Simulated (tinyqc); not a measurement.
Inside a calculation. Model: undoped symmetric double-gate MOSFET, analytic potential model.

Numbers from tinyqc (`OMP_NUM_THREADS=1 python tinyqc.py 2440036 2440037 out.jsonl`; about 0.01 s on one thread of a shared Intel Xeon 2.30GHz). Printed values are rounded.

An undoped body of thickness ts between two equal insulators and tied gates; long channel, electrons only, n = ni exp((psi - V)/Vt) with V the quasi-Fermi potential (0 at the source, Vd at the drain), constant mobility, no quantisation. Across the body psi(x) = V - 2 Vt ln[(ts/(2 beta)) sqrt(q ni/(2 eps0 eps_r Vt)) cos(2 beta x/ts)], x from the centre. Q is the electron charge per area of the whole body.

Values chosen for this exercise; material values close to those of silicon: temperature T = 250 K; band gap Eg = 1.11 eV; relative permittivity of the semiconductor eps_r = 11.6; conduction-band density of states at T Nc = 2.12e19 cm^-3; valence-band density of states at T Nv = 2.02e19 cm^-3; relative permittivity of the gate insulator eox = 7.13; insulator thickness tox = 4.5 nm; body thickness ts = 6 nm; gate work function less that of the intrinsic body dphi = -0.16 V; channel mobility mu = 290 cm^2/(V s); gate length L = 0.2 um; gate voltage Vg = 0.21 V; drain voltage Vd = 0.05 V.

Constants: q = 1.602176634e-19 C, kB = 1.380649e-23 J/K, Vt = kB T/q, eps0 = 8.8541878128e-14 F/cm where lengths are in cm. Results are converted to the units shown.

Range of the model: In a body this thin, quantum confinement raises the threshold; it is left out.

## Constants of the body

ni = sqrt(Nc Nv) exp(-Eg/(2 Vt)), Eg in volts; r = eps_r tox/(eox ts); V0 = dphi + 2 Vt ln[(2/ts) sqrt(2 eps0 eps_r Vt/(q ni))].

ni = 1.34133e8 cm^-3
r = 1.22020
V0 = 0.353885 V

## Iteration 1: beta at the source by Newton steps in z = ln(tan beta)

z at the start = 2

With V = 0, t = exp(z), beta = arctan(t): f = ln(beta) + (1/2) ln(1 + t^2) + 2 r beta t - (Vg - V0)/(2 Vt); with c = t/(1 + t^2), df/dz = c/beta + t c + 2 r t (c + beta); z(new) = z - f/(df/dz).

beta = 1.43628
f = 31.6098
df/dz = 29.3703
z after iteration 1 = 0.923749

## Iteration 2: beta at the source by Newton steps in z = ln(tan beta)

As before.

beta = 1.19285
f = 11.8448
df/dz = 10.5915
z after iteration 2 = -0.194579

## Course of the iteration: beta at the source by Newton steps in z = ln(tan beta)

Stop when z changes by less than 1e-11, or after 60 iterations.

Course of the iteration:
```
iteration	z	|change|
1	0.923749	1.08
2	-0.194579	1.12
3	-1.51678	1.32
4	-3.08259	1.57
5	-3.34206	0.259
6	-3.34268	6.19e-4
7	-3.34268	2.48e-9
8	-3.34268	< 1e-12
```

Converged in 8 iterations. At the end the number of correct digits about doubles with each step.

## Charges and drain current

beta_s = 0.0353274
beta_d = 0.0111063

beta (between 0 and pi/2) solves (Vg - V0 - V)/(2 Vt) = ln(beta) - ln(cos beta) + 2 r beta tan(beta). Q = 8 eps0 eps_r Vt beta tan(beta)/ts; I = mu (1/L)(4 eps0 eps_r/ts)(2 Vt)^2 [g(beta_s) - g(beta_d)] per width, g = beta tan(beta) - beta^2/2 + r beta^2 tan^2(beta), with beta_s at V = 0 and beta_d at V = Vd.

Qs = 0.368351 nC/cm^2
Qd = 0.0363929 nC/cm^2
g(beta_s) = 6.26433e-4
g(beta_d) = 6.16988e-5
I = 0.0104091 uA/um

The term r beta^2 tan^2(beta), which gives the square law, makes up 0.304 % of g at the source.

## Potential and electron density across the body at the source

x/ts, point 0 to 6: 0  0.1  0.2  0.3  0.4  0.45  0.5

psi(x) as above with V = 0 and beta = beta_s; n = ni exp(psi/Vt).

```
point	psi (V)	n (cm^-3)
0	0.369842	3.83018e15
1	0.369843	3.83037e15
2	0.369846	3.83094e15
3	0.369852	3.83190e15
4	0.369859	3.83324e15
5	0.369864	3.83405e15
6	0.369869	3.83496e15
```

The density at the surface is 1.00 times that at the centre (1/cos^2 beta).
